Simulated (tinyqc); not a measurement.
How far the spectrum must be known: Lorentz oscillators and the Kramers-Kronig relations.

eps(E) = 1 + sum_j S_j/(E0_j^2 - E^2 - i G_j E).

Kramers-Kronig: eps1(E) = 1 + (2/pi) P integral_0^infinity E1 eps2(E1)/(E1^2 - E^2) dE1. Maclaurin rule on the grid E_j = j h, j = 1 .. M: eps1(E_i) = 1 + (4 h/pi) sum over j with j - i odd of E_j eps2(E_j)/(E_j^2 - E_i^2); nothing is added above E_M.

Parameters, chosen for this exercise: E0 = (2.99, 6.36) eV (resonances); G = (0.36, 1.83) eV (widths); S = (28.7, 55.7) eV^2 (strengths); E_t = 1.1 eV (energy below the first line).

The integrals are done by adaptive quadrature and cut at E_cut. f-sum share: (2/pi) integral of E eps2 over sum S. Static share: (2/pi) integral of eps2/E over eps(0) - 1.

Cut integrals:

| E_cut (eV) | eps1(E_t) | f-sum share | static share |
|---|---|---|---|
| 5.1 | 5.065 | 0.378 | 0.777 |
| 7.0 | 5.831 | 0.706 | 0.938 |
| 9.5 | 6.067 | 0.873 | 0.989 |
| 12.7 | 6.103 | 0.921 | 0.997 |
| 19.1 | 6.115 | 0.952 | 0.999 |
| 31.8 | 6.118 | 0.973 | 1.000 |

eps1(E_t) from the formula = 6.119

Cut at 7 eV, just above the last line, eps1(E_t) lacks 0.288; cut at 31.8 eV it lacks 0.001. At 9.5 eV the static sum has reached 0.989 and the f-sum only 0.873: the f-sum weights eps2 by E and the static sum by 1/E, so the f-sum needs the far tail.

Computed by tinyqc, a small Python program: `OMP_NUM_THREADS=1 python tinyqc.py 1682469 1682470 out.jsonl` (the numbers bound the seed that draws the inputs); one thread of a shared host (Intel(R) Xeon(R) Processor @ 2.30GHz), about 0.2 s for the whole set of steps.
